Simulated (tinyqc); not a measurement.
Length of a molecular wire: coherent transport through a tight-binding bridge. Computed by the program tinyqc. T = Gamma_L Gamma_R |G_1n|^2 with the self-energies of semi-infinite chains.

A uniform bridge between two chains:
```
parameter                        value
site energy (eV)              1.880000
hopping in the bridge (eV)    1.300000
lead hopping (eV)             2.590000
couplings (eV)              0.96, 1.07
E (eV)                       -0.240000
```

Transmission against length:
```
sites           T     ln T
2      1.1278e-01  -2.1823
3      2.0919e-01  -1.5645
4      8.7589e-01  -0.1325
5      3.5348e-01  -1.0399
6      1.3192e-01  -2.0255
7      1.1079e-01  -2.2001
8      1.9128e-01  -1.6540
9      7.8252e-01  -0.2452
10     4.0467e-01  -0.9047
```

What does the comparison show, and why?

E lies inside the band of the bridge (|E - e|/2h = 0.815 < 1): T does not decay but oscillates with length, between 0.111 and 0.876 here, as levels of the bridge pass E.
